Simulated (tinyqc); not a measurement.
What each parameter does: finite square well with mass mismatch (envelope functions).

A square well of width L and depth V0, mass mw inside and mb outside, energies from the bottom of the well, c = hbar^2/2m0. k = sqrt(mw E/c), kappa = sqrt(mb (V0 - E)/c). psi and psi'/m are continuous at the walls (BenDaniel-Duke), so level n solves k L + 2 atan[(k/mw)/(kappa/mb)] = n pi.

Constants: hbar^2/2m0 = 3.80998211 eV angstrom^2.

Inputs chosen for the exercise (near those of the light valleys of a Si film in HfO2; the results hold for these values, not for the real material):

| symbol | value | unit | meaning |
|---|---|---|---|
| L | 20 | angstrom | well width |
| V0 | 1.489 | eV | barrier height |
| mw | 0.19 | m0 | mass in the well |
| mb | 0.173 | m0 | mass in the barrier |

Parabolic bands. Pb is the probability of level 1 in the barriers, (A^2/kappa)/(A^2/kappa + L/2 + sin(kL)/(2k)) with A = cos(kL/2).

Results for these values:

| case | E1 (eV) | bound levels | Pb | V0 - E1 (eV) |
|---|---|---|---|---|
| base | 0.2661 | 2 | 0.0504 | 1.2229 |

What happens to each result for mb = 0.1384 m0, all else kept?

Answer: E1 rises from 0.2661 to 0.2798; bound levels does not change at the printed digits; Pb does not change at the printed digits; V0 - E1 falls from 1.2229 to 1.2092.

The same for each parameter in turn:

| case | E1 (eV) | bound levels | Pb | V0 - E1 (eV) |
|---|---|---|---|---|
| base | 0.2661 | 2 | 0.0504 | 1.2229 |
| L = 18 angstrom | 0.3087 | 2 | 0.0639 | 1.1803 |
| V0 = 1.712 eV | 0.2765 | 2 | 0.0429 | 1.4355 |
| mw = 0.171 m0 | 0.2796 | 2 | 0.0565 | 1.2094 |
| mb = 0.1384 m0 | 0.2798 | 2 | 0.0504 | 1.2092 |

tinyqc: `OMP_NUM_THREADS=1 python tinyqc.py 1250027 1250028 out.jsonl`; about 0.01 s, one thread, shared Intel(R) Xeon(R) Processor @ 2.30GHz.
